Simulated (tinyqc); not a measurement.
Worked calculation: electron-beam lithography: double-Gaussian proximity function, edge placement and dose correction for parallel lines. Computed by tinyqc, a small Python program that keeps every step. Command: `OMP_NUM_THREADS=1 python tinyqc.py 3111799 3111800 out.jsonl proximity walk`. One thread of a shared host (Intel(R) Xeon(R) Processor @ 2.30GHz), about 0.01 s of CPU time with the checks. Intermediate numbers are printed to about 5 digits and carried at full precision; extremes and crossings named in words are read from the listed rows.

Lines are infinitely long. Absorbed energy is counted so that the middle of a very large area written at dose 1 receives 1; the resist develops where it exceeds 1/2.

Inputs (values chosen for the exercise, of the order of those for 100 keV electrons in resist on silicon):

| quantity | value | unit |
|---|---|---|
| forward range alpha | 0.013 | micrometre |
| backscatter range beta | 28 | micrometre |
| backscatter ratio eta | 0.74 | - |
| base dose D0 | 32 | microcoulomb/cm^2 |
| beam current | 1.7 | nA |
| pixel size | 4 | nm |
| width of the test line | 0.11 | micrometre |
| pattern density around the test line | 0.18 | - |

line widths (micrometre): 32  0.059  9.8  39  0.089

gaps between the lines (micrometre): 0.057  0.069  0.12  3.5

Constants: e = 1.602176634e-19 C.

## Layout

The first line starts at x = 0; each next one starts after the width and the gap.

Lines (micrometre):

| line | left edge | right edge | centre |
|---|---|---|---|
| 1 | 0.000 | 32.000 | 16.0000 |
| 2 | 32.057 | 32.116 | 32.0865 |
| 3 | 32.185 | 41.985 | 37.0850 |
| 4 | 42.105 | 81.105 | 61.6050 |
| 5 | 84.605 | 84.694 | 84.6495 |

## Interaction matrix

f(r) = [exp(-r^2/alpha^2)/alpha^2 + eta exp(-r^2/beta^2)/beta^2]/(pi (1 + eta)). A line from a to b at dose d gives E(x) = d [S(alpha) + eta S(beta)]/(1 + eta), S(s) = [erf((b - x)/s) - erf((a - x)/s)]/2. M_ij is the mean of E at the two edges of line i from line j at dose 1.

M:
```
         1        2        3        4        5
1  0.47745  0.00032  0.04769  0.06699  0.00001
2  0.18955  0.28786  0.08057  0.12749  0.00002
3  0.15614  0.00048  0.36803  0.16478  0.00005
4  0.06267  0.00023  0.04397  0.48961  0.00041
5  0.00166  0.00001  0.00492  0.17570  0.28812
```

## Dose correction

Uncorrected edge energies are M 1. Solve M d = 1/2 for the doses d that put the mean edge energy of every line at the threshold.

edge energies at dose 1: 1 0.59247, 2 0.68550, 3 0.68948, 4 0.59689, 5 0.47041

corrected doses: 1 0.8662, 2 0.6180, 3 0.6075, 4 0.8545, 5 1.1989

largest over smallest dose = 1.9734

Line 5 needs the most and line 3 the least; a narrow isolated line much wider than alpha would need 1 + eta = 1.74.

## Printed widths

Edges are the roots of E(x) = 1/2 between a line centre and the middle of the next gap. Three cases: dose 1 everywhere; one common dose equal to the mean of d; the corrected doses.

Width error, printed less drawn (nm):

| line | drawn width (nm) | dose 1 | mean dose | corrected |
|---|---|---|---|---|
| 1 | 32000 | 8.487 | -0.930 | 0.001388 |
| 2 | 59 | 17.024 | 6.755 | 0.000000 |
| 3 | 9800 | 17.525 | 7.098 | 0.000015 |
| 4 | 39000 | 9.022 | -0.547 | 0.001288 |
| 5 | 89 | -2.379 | -11.317 | 0.000005 |

With the common mean dose the errors span 18.4 nm. With corrected doses the largest error is below 0.01 nm.

## Dose to size and latitude

A test line of width w << beta in surroundings of density rho, all at dose d: near its edge E(x) = d [S + eta rho]/(1 + eta), S = [erf((b - x)/alpha) - erf((a - x)/alpha)]/2 for edges a and b, the second term being the background energy. Dose to size d_s = (1 + eta)/(erf(w/alpha) + 2 eta rho), dose = d_s D0; edge slope d [1 - exp(-w^2/alpha^2)]/(sqrt(pi) alpha (1 + eta)); width change per 1 % of dose = 2 x 0.01 x (1/2)/slope.

dose to size d_s = 1.3740

dose = 43.967 microcoulomb/cm^2

edge slope = 0.034270 1/nm

width change per 1 % of dose = 0.29180 nm

background energy = 0.10518

The background supplies 21 % of the threshold.

## Shot noise and writing time

With dose = d_s D0: electrons per pixel N = dose x pixel area/e; relative noise 1/sqrt(N); time per cm^2 of pattern area = dose x density/current; pixel rate = current/(dose x pixel area).

electrons per pixel = 43.907

shot noise = 15.091 %

writing time per cm^2 = 1.2932 h

pixel rate = 241.66 MHz

Checks made by the program: corrected edge energies (relative difference below 1e-10).
